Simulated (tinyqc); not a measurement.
Velocity overshoot from momentum and energy balance equations after a field step. From steady velocity back to saturation velocity v_s. Computed by tinyqc, a small Python program. Command: `OMP_NUM_THREADS=1 python tinyqc.py 3015080 3015081 out.jsonl overshoot inv`. One thread of a shared host (Intel(R) Xeon(R) Processor @ 2.30GHz), about 0.08 s of CPU time with the checks.

At t = 0 the field jumps from 0 to F in a uniform sample. v is the drift velocity and u = w - (3/2) k_B T the excess energy per carrier.

Inputs (values chosen for the exercise, modelled on electrons in silicon except for tau_E):

| quantity | value | unit |
|---|---|---|
| effective mass m | 0.25 | m_0 |
| low-field mobility mu_0 | 1400 | cm^2/(V s) |
| energy relaxation time tau_E | 0.75 | ps |
| field after the step F | 30 | kV/cm |
| lattice temperature T | 300 | K |

Scheme: implicit in the damping.

Constants: m_0 = 9.1093837015e-31 kg; e = 1.602176634e-19 C; k_B = 8.617333262e-05 eV/K.

Method. dv/dt = e F/m - v/tau_m(u), du/dt = e F v - u/tau_E, tau_m(u) = tau_0/(1 + c u), tau_0 = m mu_0/e, c = mu_0/(e tau_E v_s^2); this choice gives the steady state v (1 + mu_0 F v/v_s^2) = mu_0 F, which saturates at v_s. Steady velocity v = 2 mu_0 F/(1 + sqrt(1 + 4 (mu_0 F/v_s)^2)); u = e F v tau_E; carrier temperature T + 2u/(3 k_B), neglecting the drift energy m v^2/2.

Problem. A run gave the result below. Find the saturation velocity v_s, known to lie between 0.49 and 1.5 1e7 cm/s.

steady velocity = 0.788023 1e7 cm/s

Solution.

Each step takes the trial c = (a f_b - b f_a)/(f_b - f_a), f being the result less the target and a, b, c the logarithms of the listed values; c replaces end b, the old b replaces a if the sign of f changed, and otherwise f_a is halved.

Scan of the range:

| saturation velocity v_s (1e7 cm/s) | steady velocity (1e7 cm/s) |
|---|---|
| 0.490 | 0.46225 |
| 0.590 | 0.55001 |
| 0.711 | 0.65336 |
| 0.857 | 0.77401 |
| 1.030 | 0.91142 |
| 1.240 | 1.07039 |
| 1.500 | 1.25587 |

False position (Illinois rule, in the logarithm of the input) inside the bracket:

| step | end a | end b | trial | steady velocity (1e7 cm/s) |
|---|---|---|---|---|
| 1 | 0.85700 | 1.03000 | 0.873218 | 0.787148 |
| 2 | 1.03000 | 0.87322 | 0.874233 | 0.787969 |
| 3 | 1.03000 | 0.87423 | 0.874359 | 0.788070 |
| 4 | 0.87423 | 0.87436 | 0.874300 | 0.788023 |
| 5 | 0.87436 | 0.87430 | 0.874300 | 0.788023 |

Steady velocity rises at every point of a 13-point scan of the range (every second point is shown), so one value fits; it is bracketed by 0.857 and 1.03. Answer: saturation velocity v_s = 0.8743 1e7 cm/s.
